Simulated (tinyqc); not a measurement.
Metal gate on a two-layer dielectric stack with fixed charge and a dipole: one step of the calculation.

Gate, layer 2, layer 1, p-type semiconductor; x runs from the gate inwards. Charges are counted in units of +q. psi is the band bending at the surface, positive towards inversion. Classical charge, Boltzmann statistics, no interface traps.

Task. Charge in the semiconductor. ni = sqrt(Nc Nv) exp(-Eg/(2 Vt)), Eg in volts. Qs = -sign(psi) sqrt(2 q eps0 eps_r Na Vt [exp(-u) + u - 1 + (ni/Na)^2 (exp(u) - u - 1)]), u = psi/Vt.

Values chosen for this exercise; band and dielectric values close to those of silicon, layer 1 close to silicon dioxide, layer 2 close to hafnium oxide: temperature T = 350 K; band gap Eg = 1.12 eV; relative permittivity eps_r = 11.7; conduction-band density of states at T Nc = 3.47e19 cm^-3; valence-band density of states at T Nv = 3.38e19 cm^-3; acceptor density Na = 2.7e18 cm^-3; band bending psi of the working point ps = 1.136 V.

Constants: q = 1.602176634e-19 C, kB = 1.380649e-23 J/K, Vt = kB T/q, eps0 = 8.8541878128e-14 F/cm where lengths are in cm. Results are converted to the units shown.

Wanted: Qs.

Result.

Qs = -2.8954 uC/cm^2

The surface is in strong inversion: psi exceeds 2 Vt ln(Na/ni) = 0.967 V.

Numbers from tinyqc (`OMP_NUM_THREADS=1 python tinyqc.py 2010003 2010004 out.jsonl`; about 0.01 s on one thread of a shared Intel Xeon 2.30GHz).
